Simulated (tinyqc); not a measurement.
Strength against creep resistance: grain growth, pinning, strength and diffusional creep of a polycrystal or thin film. Computed by tinyqc, a small Python program. Command: `OMP_NUM_THREADS=1 python tinyqc.py 3024441 3024442 out.jsonl grain walk`. One thread of a shared host (Intel(R) Xeon(R) Processor @ 2.30GHz), about 0.01 s of CPU time with the checks.

One mean grain size d describes the structure.

Inputs (values chosen for the exercise, modelled on tungsten): atomic volume Omega = 15.85 angstrom^3; boundary energy gamma = 1.1 J/m^2; mobility prefactor M0 = 1.1e-05 m^4/(J s); activation energy of boundary motion Q_m = 4.87 eV; anneal temperature T = 2395 K; anneal time t = 76 s; initial grain size d0 = 180 nm; particle volume fraction f = 0.014; particle radius r = 3.2 nm; Hall-Petch slope k_y = 0.71 MPa m^0.5; lattice diffusion energy Q_l = 5.59 eV; boundary diffusion energy Q_b = 3.79 eV; lattice prefactor D0 = 2.9e-05 m^2/s; boundary prefactor delta D0b = 2.8e-15 m^3/s; applied stress sigma = 45 MPa; service temperature T_c = 1363 K.

Sample: bulk.

Constants: k_B = 8.617333262e-05 eV/K; k_B = 1.380649e-23 J/K.

Method:
- M = M0 exp(-Q_m/(k_B T)). The driving pressure is 2 gamma/d. Zener pinning pressure 3 f gamma/(2 r) stops growth at d_Z = 4 r/(3 f). The limit is d_lim = d_Z.
- dd/dt = 2 M gamma (1/d - 1/d_lim) integrates to 2 M gamma t = d_lim (d0 - d) + d_lim^2 ln[(d_lim - d0)/(d_lim - d)]; without pinning d^2 = d0^2 + 4 M gamma t.
- Nabarro-Herring rate = 14 sigma Omega D_l/(k_B T d^2), D_l = D0 exp(-Q_l/(k_B T)); Coble rate = 14 pi sigma Omega delta D_b/(k_B T d^3), delta D_b = delta D0b exp(-Q_b/(k_B T)); they are equal at d_x = pi delta D_b/D_l.
- Hall-Petch term k_y/sqrt(d).

crossover size d_x = 1372.53 micrometre

At T_c and sigma:
```
d (nm)  Hall-Petch term (MPa)  Nabarro-Herring (1/s)  Coble (1/s)  time to 1 % (s)
30                     4099.2             3.6607e-11   1.6748e-06       5.9706e+03
100                    2245.2             3.2947e-12   4.5220e-08       2.2112e+05
300                    1296.3             3.6607e-13   1.6748e-09       5.9694e+06
1000                    710.0             3.2947e-14   4.5220e-11       2.2098e+08
3000                    409.9             3.6607e-15   1.6748e-12       5.9577e+09
10000                   224.5             3.2947e-16   4.5220e-14       2.1954e+11
100000                   71.0             3.2947e-18   4.5220e-17       2.0612e+14
```

From 100 micrometre to 30 nm grains the Hall-Petch term grows 58 times, while the time to 1 % strain shrinks by 10.5 decades. Coble creep rules in 7 of the seven rows (d_x is a millimetre or more). Fine grains resist slip but creep fast. The Hall-Petch value at 30 nm is at the edge of that law.

Extremes, crossings and ranges named in words are read from the listed rows.
